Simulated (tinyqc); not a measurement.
Charge neutrality of a doped semiconductor with incomplete ionisation: one step, computed by the program tinyqc.

Energies are counted from the top of the valence band; E_D is measured down from the conduction band and E_A up from the valence band.

Problem. The closed form for the extrinsic range. With Boltzmann statistics, no holes and every acceptor ionised, n (n + N_A) = n1 (N_D - N_A - n) with n1 = (N_c/g_D) exp(-E_D/k_B T). Take the positive root.

Inputs (values chosen for the exercise, modelled on GaSb):
```
quantity                value   unit
donor density N_D     5.6e+15  cm^-3
acceptor density N_A        0  cm^-3
donor depth E_D       0.00245     eV
donor degeneracy g_D        2      -
temperature T             300      K
```

Doping: n-type. Statistics of the bands: Fermi-Dirac.

N_c = 1.947606e+17 cm^-3

k_B T = 0.02585200 eV

Give: n1; n from the quadratic.

Solution.

n1 = 8.8575e+16 cm^-3

n from the quadratic = 5.2847e+15 cm^-3
